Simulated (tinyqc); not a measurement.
Octagonal on-chip spiral inductor, lumped pi model: two steps of the calculation.

Outer diameter do = di + 2 n wd + 2 (n - 1) sp, mean da = (do + di)/2, fill p = (do - di)/(do + di), length l = 3.314 n da. L = 2.25 mu0 n^2 da/(1 + 3.55 p), mu0 = 4 pi 1e-7 H/m. Rs = rho l/(wd delta (1 - exp(-th/delta))), delta = sqrt(rho/(pi f mu0)). Cs = n wd^2 eps0 eo/hu across the coil. At each end Cox = l wd eps0 eo/(2 ho) leads to the substrate branch Rsi = 2 rs he/(l wd) in parallel with Csi = l wd eps0 11.7/(2 he). With one end grounded Y = 1/(Rs + i w L) + i w Cs + 1/[1/(i w Cox) + 1/(1/Rsi + i w Csi)], w = 2 pi f; Q = -Im Y/Re Y. Eddy currents in neighbouring turns and in the substrate are left out.

Parameters, values chosen for the exercise; values of the order met in silicon radio-frequency processes: number of turns n = 5.5; line width wd = 8 um; space between turns sp = 3 um; inner diameter di = 100 um; metal thickness th = 3 um; metal resistivity rho = 3 uohm cm; oxide below the coil ho = 8.4 um; oxide between coil and underpass hu = 1.3 um; relative permittivity of the oxide eo = 3.9; substrate resistivity rs = 10 ohm cm; effective spreading depth in the substrate he = 80 um; frequency f = 10 GHz.

Constants: eps0 = 8.8541878128e-12 F/m. Results are converted to the units shown.

Task 1. Geometry and model elements. do, l, L, delta, Rs, Cs, Cox, Rsi and Csi as defined.

Wanted: do; l; L; delta; Rs; Cs; Cox; Rsi; Csi.

Result 1.

do = 215.00 um
l = 2870.8 um
L = 5.8671 nH
delta = 0.87173 um
Rs = 12.758 ohm
Cs = 9.3500 fF
Cox = 47.205 fF
Rsi = 696.68 ohm
Csi = 14.870 fF

Task 2. Admittance, quality factor and apparent inductance. Series branch 1/(Rs + i w L), substrate branch, total Y, Q = -Im Y/Re Y, apparent inductance Im(1/Y)/w, metal-only value w L/Rs, share of the loss in the substrate Re(substrate branch)/Re Y.

L = 5.8670587 nH
Rs = 12.757900 ohm
Cs = 9.3500223 fF
Cox = 47.205195 fF
Rsi = 696.68145 ohm
Csi = 14.869636 fF

Find: series branch; substrate branch; Y; Q; apparent inductance; w L/Rs; share of the loss in the substrate.

Result 2.

series branch = 0.094-2.709i mS
substrate branch = 0.7311+0.9795i mS
Y = 0.825-1.142i mS
Q = 1.385
apparent inductance = 9.158 nH
w L/Rs = 28.89
share of the loss in the substrate = 88.63 %

Q is 4.79 % of the metal-only value.

Program tinyqc, `OMP_NUM_THREADS=1 python tinyqc.py 2302038 2302039 out.jsonl`; Intel Xeon 2.30GHz, shared host, one thread, about 0.01 s.
